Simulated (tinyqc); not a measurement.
## Exponent and activation energy from three stresses

Inverse problem. Oxide breakdown follows t63 = a V^(-n) exp(Ea q/(kB T)). Find n, Ea and the E-model slope gamma = n/E (cm/MV) at the higher voltage, E = V/tox.

Values chosen for this exercise: oxide thickness tox = 6.8 nm.

Constants: q = 1.602176634e-19 C, kB = 1.380649e-23 J/K. Results are converted to the units shown.

t63 at (5.29 V, 398 K), (7.69 V, 398 K) and (7.69 V, 423 K) (s): [1.3317236e6, 9.0750051, 2.4920362]

Answer. The two voltages give n and the two temperatures Ea.

n = 31.80
Ea = 0.7500 eV
gamma = 2.812 cm/MV

Program tinyqc, `OMP_NUM_THREADS=1 python tinyqc.py 2070040 2070041 out.jsonl`; Intel Xeon 2.30GHz, shared host, one thread, about 0.01 s.
